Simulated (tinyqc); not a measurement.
Inside a calculation. Method: Hubbard chain of 2 sites. One step of it, computed by the program tinyqc.

Task: Mean-field iteration 1. H(up) = T + U n(down), H(down) = T + U n(up); fill the lowest levels; n(new) = n + mixing (n(out) - n); E = tr T (rho up + rho down) + U sum n_up n_down of the output.

one-body matrix (hopping and site energies) (eV):
```
           1          2
1   0.000000  -1.800000
2  -1.800000   0.000000
```

U = 1.600000 eV

electrons, up and down: 1  1

mixing = 0.500000

n(up) at the start (a guess, not normalised): 1 0.550000, 2 0.450000

n(down) at the start (a guess): 1 0.450000, 2 0.550000

Give: levels, up; levels, down; energy; n(up) after iteration 1; n(down) after iteration 1.

Result:

levels, up (eV): -1.0018  2.6018

levels, down (eV): -1.0018  2.6018

energy = -2.7980 eV

n(up) after iteration 1: 1 0.5361, 2 0.4639

n(down) after iteration 1: 1 0.4639, 2 0.5361
